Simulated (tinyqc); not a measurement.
Threshold of a short bulk MOSFET: charge sharing, barrier lowering, narrow width: one step of the calculation.

n-channel device on a p-type body, depletion approximation, full ionisation. Uniform doping N = Na. Vbi from Boltzmann statistics is rough for the degenerate source. Cox = eps0 eox/tox.

Problem. Long-channel threshold and scales. ni = sqrt(Nc Nv) exp(-Eg/(2 Vt)), Eg in volts; 2 pB = 2 Vt ln(N/ni); flat band Vfb - Vt ln(N/Na); Wd = sqrt(2 eps0 eps_r (2 pB - Vbs)/(q N)); body term q N Wd/Cox; long-channel VT0 = flat band + 2 pB + body term; Vbi = Vt ln(N Nsd/ni^2); scale length l = sqrt((eps_r/eox) tox Wd).

Values chosen for this exercise; band and dielectric values close to those of silicon:
- T = 300 K (temperature)
- Eg = 1.13 eV (band gap)
- eps_r = 11.8 (relative permittivity)
- Nc = 2.79e19 cm^-3 (conduction-band density of states at T)
- Nv = 2.6e19 cm^-3 (valence-band density of states at T)
- eox = 7.35 (relative permittivity of the gate insulator (close to silicon nitride))
- tox = 19 nm (insulator thickness)
- Na = 1.1e18 cm^-3 (channel doping)
- Nsd = 1e20 cm^-3 (source and drain doping)
- Vfb = -0.83 V (flat-band voltage for the doping Na)
- Vbs = 0 V (body-source voltage)

Constants: q = 1.602176634e-19 C, kB = 1.380649e-23 J/K, Vt = kB T/q, eps0 = 8.8541878128e-14 F/cm where lengths are in cm. Results are converted to the units shown.

Give: N; 2 pB; flat band; Wd; body term; VT0; Vbi; l.

Solution.

N = 1.100e18 cm^-3
2 pB = 0.9646 V
flat band = -0.8300 V
Wd = 33.82 nm
body term = 1.740 V
VT0 = 1.875 V
Vbi = 1.081 V
l = 32.12 nm

Computed by the program tinyqc: `OMP_NUM_THREADS=1 python tinyqc.py 2002080 2002081 out.jsonl`, one thread of a shared Intel Xeon 2.30GHz, about 0.01 s for the whole run.
